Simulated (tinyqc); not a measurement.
Inside a calculation. Model: floating body of a partially depleted SOI transistor: body voltage and kink.

Numbers from tinyqc (`OMP_NUM_THREADS=1 python tinyqc.py 2182266 2182267 out.jsonl`; about 0.2 s on one thread of a shared Intel Xeon 2.30GHz). Printed values are rounded.

Source at 0 V. Channel current Ic = 2 nf K Vt^2 [F(0) - F(Vd)](1 + la Vd), F(V) = ln^2(1 + exp((Vg - VT - nf V)/(2 nf Vt))), VT = VT0 - gb Vb. Saturation voltage Vs = 2 Vt sqrt(F(0)) + 3 Vt, excess Ve = (Vd - Vs + sqrt((Vd - Vs)^2 + 0.0004 V^2))/2, multiplication M1 = Ai Ve exp(-Bl/Ve). Each junction passes D(v) = J1 (exp(v/Vt) - 1) + J2 (exp(v/(2 Vt)) - 1). Bipolar current Ib = bb J1 (exp(Vb/Vt) - 1). The body settles where M1 (Ic + Ib) = D(Vb) + D(Vb - Vd) + Vb/Rb; drain current Id = (1 + M1)(Ic + Ib) - D(Vb - Vd).

Inputs (values chosen for the exercise); values of the order met in partially depleted silicon-on-insulator transistors:
```
symbol    value         unit                                                                                            meaning
T           300            K                                                                                        temperature
VT0        0.51            V                                                                     threshold at zero body voltage
gb         0.27                                                                  fall of the threshold per volt of body voltage
nf         1.44                                                                                                    slope factor
K           210  uA/(V^2 um)                                                                              gain factor per width
la         0.04          1/V                                                                   channel-length modulation factor
Ai         2.65          1/V                                                                        impact-ionisation prefactor
Bl          8.9            V                                                                          impact-ionisation voltage
J1      1.3e-13        uA/um                                                      diffusion saturation current of each junction
J2       3.5e-8        uA/um                                                  recombination saturation current of each junction
bb            1                                                 gain of the lateral bipolar transistor on the diffusion current
Rb        80000      kohm um  resistance of a weak body tie to the source (1e9 stands for no tie, and the term is then dropped)
Vg         0.88            V                                                                                       gate voltage
Vd          1.7            V                                                                                      drain voltage
```

Constants: q = 1.602176634e-19 C, kB = 1.380649e-23 J/K, Vt = kB T/q. Results are converted to the units shown.

Range of the model: The multiplication law is an empirical form chosen for the exercise; self-heating and capacitive coupling to the body are left out, and the linear laws are rough once Vb passes about 0.7 V or M1 about 0.1.

## Starting value

Vb = 0.78 V.

Vb at the start = 0.78 V

## Iteration 1: new Vb

Current into the body I_in = M1 (Ic + Ib) - D(Vb - Vd), current out I_out = D(Vb) + Vb/Rb; f = ln(I_in/I_out), s = df/dVb by central differences over 1e-5 V, Vb(new) = Vb - f/s.

Ic = 26.2541 uA/um
Ve = 1.21931 V
M1 = 0.00218451
I_in = 0.0609560 uA/um
I_out = 1.78398 uA/um
f = -3.37645
s = -35.2399 1/V
Vb after iteration 1 = 0.684187 V

## Iteration 2: new Vb

As before.

Ic = 23.9679 uA/um
Ve = 1.23727 V
M1 = 0.00246437
I_in = 0.0591656 uA/um
I_out = 0.0686247 uA/um
f = -0.148312
s = -28.7398 1/V
Vb after iteration 2 = 0.679026 V

## Course of the iteration

Stop when the step is below 1e-10 V, or after 40 iterations.

Course of the iteration:

| iteration | Vb before the step (V) | step (V) |
|---|---|---|
| 1 | 0.78 | -0.0958 |
| 2 | 0.684187 | -5.16e-3 |
| 3 | 0.679026 | -8.52e-5 |
| 4 | 0.678941 | -2.42e-8 |
| 5 | 0.678941 | < 1e-14 |

Converged in 5 iterations.

## Drain current with floating and with grounded body

converged Vb = 0.678941 V

Id and VT at the converged Vb, Id at Vb = 0, their ratio, and the bipolar share Ib/(Ic + Ib).

VT = 0.326686 V
Id, floating = 23.9380 uA/um
Id, grounded = 10.7479 uA/um
ratio = 2.22724
bipolar share = 0.138559 %

The body rises to 0.679 V and lowers the threshold by 183 mV.
